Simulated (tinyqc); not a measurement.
Inside a calculation (part 2 of 2). Method: UHF in the sto-3g basis, for BeH, spin multiplicity 2. This run ends on a higher stationary point, not on the lowest solution. Computed by tinyqc, a small Python program that keeps every step (integrals from PySCF). Command: `OMP_NUM_THREADS=1 python tinyqc.py 22578 22579 out.jsonl` (the two numbers bound the seeds that draw the settings). One thread of a shared host (Intel(R) Xeon(R) Processor @ 2.60GHz), about 0.1 s of CPU time with the checks.

Geometry (angstrom):
```
atom        x        y        z
Be    0.00000  0.00000  0.00000
H     0.00000  0.00000  1.39100
```

## Iteration 31 (converged): orbitals

converged F(alpha) (hartree), order 1Be 1s, 1Be 2s, 1Be 2px, 1Be 2py, 1Be 2pz, 2H 1s:
```
[[-4.48741, -1.29009, 0.00000, 0.00000, 0.01523, -0.31197],
 [-1.29009, -0.61380, 0.00000, 0.00000, -0.11818, -0.39813],
 [0.00000, 0.00000, 0.06363, 0.18424, 0.00000, 0.00000],
 [0.00000, 0.00000, 0.18424, -0.01659, 0.00000, 0.00000],
 [0.01523, -0.11818, 0.00000, 0.00000, 0.09492, -0.19915],
 [-0.31197, -0.39813, 0.00000, 0.00000, -0.19915, -0.11900]]
```

converged F(beta) (hartree), order 1Be 1s, 1Be 2s, 1Be 2px, 1Be 2py, 1Be 2pz, 2H 1s:
```
[[-4.45554, -1.27426, 0.00000, 0.00000, 0.01401, -0.31167],
 [-1.27426, -0.39730, 0.00000, 0.00000, -0.14064, -0.38004],
 [0.00000, 0.00000, 0.28778, -0.02369, 0.00000, 0.00000],
 [0.00000, 0.00000, -0.02369, 0.29810, 0.00000, 0.00000],
 [0.01401, -0.14064, 0.00000, 0.00000, 0.05345, -0.31870],
 [-0.31167, -0.38004, 0.00000, 0.00000, -0.31870, -0.34912]]
```

X, order 1Be 1s, 1Be 2s, 1Be 2px, 1Be 2py, 1Be 2pz, 2H 1s:
```
[[1.02767, -0.14560, 0.00000, 0.00000, -0.01140, 0.02225],
 [-0.14560, 1.14326, 0.00000, 0.00000, 0.13282, -0.32559],
 [0.00000, 0.00000, 1.00000, 0.00000, 0.00000, 0.00000],
 [0.00000, 0.00000, 0.00000, 1.00000, 0.00000, 0.00000],
 [-0.01140, 0.13282, 0.00000, 0.00000, 1.15119, -0.37190],
 [0.02225, -0.32559, 0.00000, 0.00000, -0.37190, 1.26401]]
```

Diagonalise F' = X^T F X, C = X C', fill 3 alpha and 2 beta electrons from the bottom; D(s) = C_occ C_occ^T. Each column has its largest component positive (the first on a tie).

F' = X^T F X (alpha) (hartree):
```
[[-4.37850, -0.68773, 0.00000, 0.00000, 0.01461, -0.03621],
 [-0.68773, -0.23129, 0.00000, 0.00000, 0.03394, -0.36586],
 [0.00000, 0.00000, 0.06363, 0.18424, 0.00000, 0.00000],
 [0.00000, 0.00000, 0.18424, -0.01659, 0.00000, 0.00000],
 [0.01461, 0.03394, 0.00000, 0.00000, 0.27250, -0.34032],
 [-0.03621, -0.36586, 0.00000, 0.00000, -0.34032, 0.24291]]
```

orbital energies (alpha) (hartree): [-4.49149, -0.37937, -0.16504, 0.08016, 0.21208, 0.69632]

coefficients C (alpha), order 1Be 1s, 1Be 2s, 1Be 2px, 1Be 2py, 1Be 2pz, 2H 1s:
```
[[0.99108, -0.23797, 0.00000, 0.16327, 0.00000, 0.11137],
 [0.03360, 0.72890, 0.00000, -0.65098, 0.00000, -0.70406],
 [0.00000, 0.00000, -0.62740, 0.00000, 0.77870, 0.00000],
 [0.00000, 0.00000, 0.77870, 0.00000, 0.62740, 0.00000],
 [-0.00040, 0.19356, 0.00000, 0.65179, 0.00000, -1.00946],
 [-0.00442, 0.38813, 0.00000, 0.37081, 0.00000, 1.24674]]
```

F' = X^T F X (beta) (hartree):
```
[[-4.34520, -0.70690, 0.00000, 0.00000, 0.01439, -0.03841],
 [-0.70690, 0.01210, 0.00000, 0.00000, 0.04466, -0.34475],
 [0.00000, 0.00000, 0.28778, -0.02369, 0.00000, 0.00000],
 [0.00000, 0.00000, -0.02369, 0.29810, 0.00000, 0.00000],
 [0.01439, 0.04466, 0.00000, 0.00000, 0.28323, -0.39945],
 [-0.03841, -0.34475, 0.00000, 0.00000, -0.39945, -0.01563]]
```

orbital energies (beta) (hartree): [-4.45896, -0.41954, 0.14556, 0.26869, 0.31719, 0.66744]

coefficients C (beta), order 1Be 1s, 1Be 2s, 1Be 2px, 1Be 2py, 1Be 2pz, 2H 1s:
```
[[0.99211, -0.14035, -0.23513, 0.00000, 0.00000, 0.13660],
 [0.02950, 0.31964, 0.86513, 0.00000, 0.00000, -0.77486],
 [0.00000, 0.00000, 0.00000, 0.77870, -0.62740, 0.00000],
 [0.00000, 0.00000, 0.00000, 0.62740, 0.77870, 0.00000],
 [-0.00111, 0.25163, -0.54643, 0.00000, 0.00000, -1.05802],
 [-0.00241, 0.69141, -0.18986, 0.00000, 0.00000, 1.15257]]
```

D(alpha) after iteration 31, order 1Be 1s, 1Be 2s, 1Be 2px, 1Be 2py, 1Be 2pz, 2H 1s:
```
[[1.03887, -0.14016, 0.00000, 0.00000, -0.04646, -0.09674],
 [-0.14016, 0.53243, 0.00000, 0.00000, 0.14107, 0.28276],
 [0.00000, 0.00000, 0.39363, -0.48855, 0.00000, 0.00000],
 [0.00000, 0.00000, -0.48855, 0.60637, 0.00000, 0.00000],
 [-0.04646, 0.14107, 0.00000, 0.00000, 0.03747, 0.07513],
 [-0.09674, 0.28276, 0.00000, 0.00000, 0.07513, 0.15066]]
```

D(beta) after iteration 31, order 1Be 1s, 1Be 2s, 1Be 2px, 1Be 2py, 1Be 2pz, 2H 1s:
```
[[1.00399, -0.01560, 0.00000, 0.00000, -0.03642, -0.09943],
 [-0.01560, 0.10304, 0.00000, 0.00000, 0.08040, 0.22093],
 [0.00000, 0.00000, 0.00000, 0.00000, 0.00000, 0.00000],
 [0.00000, 0.00000, 0.00000, 0.00000, 0.00000, 0.00000],
 [-0.03642, 0.08040, 0.00000, 0.00000, 0.06332, 0.17398],
 [-0.09943, 0.22093, 0.00000, 0.00000, 0.17398, 0.47806]]
```

## Convergence

Stop when the energy changes by less than 1e-08 hartree and every element of the error matrix X^T (F D S - S D F) X (for each spin) is below 3e-05.

Course of the cycle:
```
iteration  E (hartree)     change  largest element of the error matrix
1           -3.6945976          -                             6.67e-02
2          -14.0538860  -1.04e+01                             1.84e-01
3          -14.7177911  -6.64e-01                             1.63e-01
4          -14.8141978  -9.64e-02                             2.88e-02
5          -14.8159562  -1.76e-03                             1.11e-02
6          -14.8164590  -5.03e-04                             7.58e-03
7          -14.8167875  -3.28e-04                             5.96e-03
8          -14.8170068  -2.19e-04                             4.79e-03
9          -14.8171524  -1.46e-04                             3.86e-03
10         -14.8172485  -9.61e-05                             3.12e-03
11         -14.8173115  -6.30e-05                             2.51e-03
12         -14.8173526  -4.11e-05                             2.02e-03
13         -14.8173794  -2.67e-05                             1.62e-03
14         -14.8173967  -1.73e-05                             1.30e-03
...                ...        ...                                  ...
18         -14.8174228  -2.99e-06                             5.39e-04
19         -14.8174247  -1.92e-06                             4.31e-04
20         -14.8174260  -1.23e-06                             3.45e-04
21         -14.8174267  -7.91e-07                             2.76e-04
22         -14.8174272  -5.07e-07                             2.21e-04
23         -14.8174276  -3.25e-07                             1.77e-04
24         -14.8174278  -2.08e-07                             1.42e-04
25         -14.8174279  -1.33e-07                             1.13e-04
26         -14.8174280  -8.53e-08                             9.06e-05
27         -14.8174281  -5.46e-08                             7.24e-05
28         -14.8174281  -3.49e-08                             5.79e-05
29         -14.8174281  -2.23e-08                             4.63e-05
30         -14.8174281  -1.43e-08                             3.71e-05
31         -14.8174281  -9.14e-09                             2.96e-05
```

PySCF UHF in the same basis, after a stability check = -14.9324394 hartree

Converged in 31 iterations. But the solution lies 0.11501 hartree above the reference: it is another stationary point, not the lowest one. Reruns (cap 100 unless said): DIIS 8: converged in 17; damping 0.5: converged in 38 to a higher stationary point; level shift 0.5: converged in 74 to a higher stationary point; atomic densities as start, DIIS 8: converged in 10.

## Populations, bond orders and dipole

overlap S, order 1Be 1s, 1Be 2s, 1Be 2px, 1Be 2py, 1Be 2pz, 2H 1s:
```
[[1.00000, 0.25952, 0.00000, 0.00000, 0.00000, 0.06210],
 [0.25952, 1.00000, 0.00000, 0.00000, 0.00000, 0.43949],
 [0.00000, 0.00000, 1.00000, 0.00000, 0.00000, 0.00000],
 [0.00000, 0.00000, 0.00000, 1.00000, 0.00000, 0.00000],
 [0.00000, 0.00000, 0.00000, 0.00000, 1.00000, 0.51110],
 [0.06210, 0.43949, 0.00000, 0.00000, 0.51110, 1.00000]]
```

Mulliken: Z minus the diagonal of D S on the atom; Loewdin: the same with S^(1/2) D S^(1/2); Mayer order: 2 sum_s sum (D(s) S)_ij (D(s) S)_ji over the two atoms.

Charges (e):
```
atom  Mulliken   Loewdin  Mulliken spin
1Be   -0.03478  -0.04079        1.35058
2H     0.03478   0.04079       -0.35058
```

Mayer bond orders:
```
pair    order
2-1   0.87588
```

dipole moment about the origin, x y z (debye): [0.00000, 0.00000, -2.34304]

<S^2> of the determinant (pure state: 0.75) = 0.90749
